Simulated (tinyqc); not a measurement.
Field dependence: Hall factor, magnetoresistance and optical conductivity for a power-law relaxation time. Computed by tinyqc, a small Python program. Command: `OMP_NUM_THREADS=1 python tinyqc.py 3001199 3001200 out.jsonl magneto walk`. One thread of a shared host (Intel(R) Xeon(R) Processor @ 2.30GHz), about 0.01 s of CPU time with the checks.

One spherical parabolic band, tau(E) = tau_0 x^s with x = E/(k_B T). Landau quantisation is left out.

Inputs (values chosen for the exercise, with a mass close to that of electrons in GaN):
```
quantity                 value  unit
effective mass m          0.21   m_0
exponent s                 1.5     -
tau_0                      950    fs
reduced Fermi level eta    1.8     -
temperature T              100     K
```

Constants: m_0 = 9.1093837015e-31 kg; k_B = 1.380649e-23 J/K; hbar = 1.054571817e-34 J s; e = 1.602176634e-19 C.

Method:
- <y> = int y x^(3/2) f (1 - f) dx / int x^(3/2) f (1 - f) dx, f = 1/(1 + exp(x - eta)).
- Integrals over x = E/(k_B T) use 160 Gauss-Legendre points in u = sqrt(x) from 0 to sqrt(max(eta, 0) + 45).
- n = (2 m k_B T)^(3/2)/(3 pi^2 hbar^3) int x^(3/2) f (1 - f) dx; moments in units of tau_0.
- mu = e <tau>/m; weak field r_H = <tau^2>/<tau>^2 and MR = c (mu B)^2, c = <tau^3>/<tau>^3 - r_H^2; strong field r_H = 1 and MR = <tau> <1/tau> - 1.
- With w_c = e B/m: sigma_xx = (n e^2/m) <tau/(1 + w_c^2 tau^2)>, sigma_xy = (n e^2/m) <w_c tau^2/(1 + w_c^2 tau^2)>; r_H = (n e/B) sigma_xy/(sigma_xx^2 + sigma_xy^2); MR = sigma_0 sigma_xx/(sigma_xx^2 + sigma_xy^2) - 1, sigma_0 = n e^2 <tau>/m.

drift mobility mu = 57912.6 cm^2/(V s)

saturation MR = 85.0380 %

Against the field:
```
B (T)         mu B     r_H      MR (%)
0.0052  3.0115e-02  1.4928  7.9316e-02
0.017   9.8451e-02  1.4730  7.7237e-01
0.052   3.0115e-01  1.3846  4.7440e+00
0.1     5.7913e-01  1.2928  1.0601e+01
0.17    9.8451e-01  1.2134  1.7722e+01
0.35    2.0269e+00  1.1214  3.0160e+01
0.69    3.9960e+00  1.0627  4.3079e+01
1.7     9.8451e+00  1.0218  5.8634e+01
6.9     3.9960e+01  1.0031  7.4103e+01
```

What does the comparison show, and why?

r_H falls from 1.493 to 1.003, so a strong-field measurement gives n directly; half of the fall is done between 0.579 and 0.985 in mu B. MR starts as B^1.92 and reaches 87 % of its saturation value in the last row. It arises only because carriers of different energy have different Hall angles, which one Hall field cannot cancel.

Extremes, crossings and ranges named in words are read from the listed rows.
